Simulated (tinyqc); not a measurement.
Comparisons within one model: Boltzmann transport in a parabolic band with a power-law relaxation time. A value that a table varies takes the place of the one given here.

F_j(eta) = (1/Gamma(j + 1)) integral_0^infinity x^j dx/(1 + exp(x - eta)), which tends to exp(eta) for eta << 0.

n = N F_1/2(eta) with N = 2 (m kB T/(4 pi c))^(3/2) with c = hbar^2/2m0, in 1/angstrom^3; times 1e24 for 1/cm^3, m = md.

tau = tau0 x^r with x = E/kT. With K_j = Gamma(j + 1) F_j(eta): <tau> = tau0 (r + 3/2) K_(r+1/2)/((3/2) K_(1/2)); mu = <tau>/(mc m0/e), m0/e = 5.685630e-12 kg/C; Hall factor rH = (3/2) K_(1/2) (2r + 3/2) K_(2r+1/2)/((r + 3/2) K_(r+1/2))^2; Seebeck S = -(kB/e) [(r + 5/2) K_(r+3/2)/((r + 3/2) K_(r+1/2)) - eta]; Lorenz number L = (kB/e)^2 [(r + 7/2) K_(r+5/2)/((r + 3/2) K_(r+1/2)) - ((r + 5/2) K_(r+3/2)/((r + 3/2) K_(r+1/2)))^2]; kB/e in V/K. Valley anisotropy is left out of rH.

Constants: hbar^2/2m0 = 3.80998211 eV angstrom^2; kB = 8.617333262e-05 eV/K.

Values chosen for the exercise (masses near those of Si; tau0 is set for a mobility of the usual size at this n, kL is a free input; freeze-out and phonon drag, which matter near 77 K, are left out; the results hold for these values, not for the real material): md = 1.054 m0 (density-of-states mass); mc = 0.2559 m0 (conductivity mass); tau0 = 19 fs (tau at E = kT); r = -0.5 (exponent of tau); T = 500 K; kL = 11 W/(m K) (lattice thermal conductivity); ta = 340 fs (acoustic tau at E = kT and 300 K); ti = 570 fs (impurity tau at E = kT and 300 K); n = 4.4e+18 1/cm^3 (electron density).

## Doping: the thermoelectric optimum

tau0 is held fixed. sigma = e n mu with e = 1.602176634e-19 C; ZT = S^2 sigma T/(kL + L sigma T).

Results:
```
n (1/cm^3)    eta  mu (cm^2/(V s))  sigma (S/cm)     rH  S (microvolt/K)  L (1e-8)  S^2 sigma (mW/(m K^2))     ZT
6.0e+17     -4.57             98.1          9.43  1.177             -567     1.487                   0.303  0.014
2.0e+18     -3.36             97.7          31.3  1.176             -464     1.491                   0.673  0.031
6.0e+18     -2.24             96.8          93.1  1.171             -370     1.504                    1.27  0.057
2.0e+19     -0.95             93.7           300  1.156             -269     1.546                    2.17  0.097
4.0e+19     -0.14             89.8           576  1.139             -213     1.601                    2.62   0.11
7.0e+19      0.60             84.9           953  1.118             -171     1.675                    2.77   0.12
1.0e+20      1.13             80.9      1.30e+03  1.102             -145     1.740                    2.73   0.11
3.0e+20      3.34             64.5      3.10e+03  1.048              -79     2.025                    1.95  0.069
6.0e+20      5.56             53.2      5.12e+03  1.024              -51     2.217                    1.31  0.039
1.0e+21      7.92             45.5      7.29e+03  1.013              -36     2.319                   0.931  0.024
```

|S| falls by 197 microvolt/K from the first to the third row (198 a decade in the non-degenerate range; holes, which count near the intrinsic density, and non-parabolicity are left out). The power factor peaks at 7e+19 1/cm^3 of those listed (eta = 0.60, S = -171); ZT is largest at 7e+19 1/cm^3 (eta = 0.60). mu changes by a factor 0.46 over the table and rH goes from 1.177 to 1.013. A real tau0 would fall with doping.

## The scattering mechanism

eta = -2.55956

Same eta for each exponent.

Results:
```
r                                     mechanism  <tau>/tau0     rH  S (microvolt/K)  L (1e-8 W ohm/K^2)
-0.5                           acoustic phonons       0.744  1.173           -396.1               1.499
0.0                  a constant relaxation time       1.000  1.000           -438.9               1.863
0.5   polar optical or piezoelectric scattering       1.516  1.102           -481.5               2.228
1.5                          ionised impurities       4.591  1.912           -566.9               2.963
```

From r = -1/2 to 3/2 |S| grows by 170.7 microvolt/K, against 2 kB/e = 172.3 in the non-degenerate limit: scattering that favours fast electrons raises the mean energy carried. rH is 1 only for constant tau and reaches 1.912 for r = 3/2; L spans 1.499 to 2.963 against the metallic 2.443.

## Mobility against temperature (two scattering mechanisms together, and the Matthiessen rule)

Non-degenerate electrons. 1/tau(x) = x^(1/2)/tA + 1/(tI x^(3/2)), x = E/kT, with tA = ta (T/300)^(-3/2) and tI = ti (T/300)^(3/2) (the screening logarithm is held fixed). <tau> = integral x^(3/2) tau exp(-x) dx/Gamma(5/2); mu = <tau>/(mc m0/e), m0/e = 5.685630e-12 kg/C. Matthiessen: 1/mu = 1/muA + 1/muI with <tau>A = tA Gamma(2)/Gamma(5/2), <tau>I = tI Gamma(4)/Gamma(5/2).

rH = <tau^2>/<tau>^2. ta and ti are inputs of their own, not tied to tau0.

Mobilities (cm^2/(V s)):
```
T (K)  acoustic  impurity  Matthiessen     exact     rH  Matthiessen/exact
40     3.61e+04       861          841       802  1.759              1.049
60     1.97e+04  1.58e+03     1.46e+03  1.29e+03  1.560              1.134
80     1.28e+04  2.43e+03     2.04e+03  1.65e+03  1.391              1.237
120    6.95e+03  4.47e+03     2.72e+03  1.96e+03  1.188              1.391
160    4.51e+03  6.89e+03     2.73e+03  1.92e+03  1.095              1.422
220    2.80e+03  1.11e+04     2.24e+03  1.65e+03  1.042              1.353
300    1.76e+03  1.77e+04     1.60e+03  1.29e+03  1.029              1.244
400    1.14e+03  2.72e+04     1.10e+03       949  1.041              1.155
550         708  4.39e+04          697       642  1.067              1.086
```

The exact mobility peaks at 120 K of those listed. The two mechanisms are equal between 120 and 160 K. The rule overestimates everywhere, most at 160 K (by 42 %), since impurities stop the slow electrons and phonons the fast ones. rH runs between 1.029 and 1.759; the pure limits are 1.178 and 1.933, and the mixture dips below both, since the opposite energy slopes of the two rates leave tau nearly constant. Optical and intervalley phonons, left out, lower real mobilities above about 150 K.

## What moves the coefficients

sigma = e n mu with e = 1.602176634e-19 C; ZT = S^2 sigma T/(kL + L sigma T). Each row changes one parameter from the base and keeps the others.

Results:
```
case                mu (cm^2/(V s))  sigma (S/cm)  S (microvolt/K)      ZT
base                          97.17         68.50           -396.1  0.0486
md = 1.37 m0                  97.51         68.74           -429.7  0.0574
mc = 0.3327 m0                74.74         52.69           -396.1  0.0375
n = 8.8e+18 1/cm^3            96.15         135.6           -337.4  0.0695
tau0 = 28.5 fs                145.8         102.8           -396.1  0.0728
kL = 5.5 W/(m K)              97.17         68.50           -396.1  0.0968
T = 550 K                     97.31         68.60           -408.3  0.0569
```

The largest shifts from the base row, up to three for each result and ties (the steps differ in size, so this ranks the rows, not the parameters). mu (cm^2/(V s)): tau0 +48.6, mc -22.4, n -1.02; unchanged at the printed digits by kL. sigma (S/cm): n +67.1, tau0 +34.3, mc -15.8; unchanged at the printed digits by kL. S (microvolt/K): n +58.8, md -33.6, T -12.2; unchanged at the printed digits by mc, tau0 and kL. ZT: kL +0.0482, tau0 +0.0242, n +0.0208. The row for T keeps tau0 fixed; for phonon scattering tau0 itself falls as T rises.

tinyqc: `OMP_NUM_THREADS=1 python tinyqc.py 1652062 1652063 out.jsonl`; about 0.01 s, one thread, shared Intel(R) Xeon(R) Processor @ 2.30GHz.
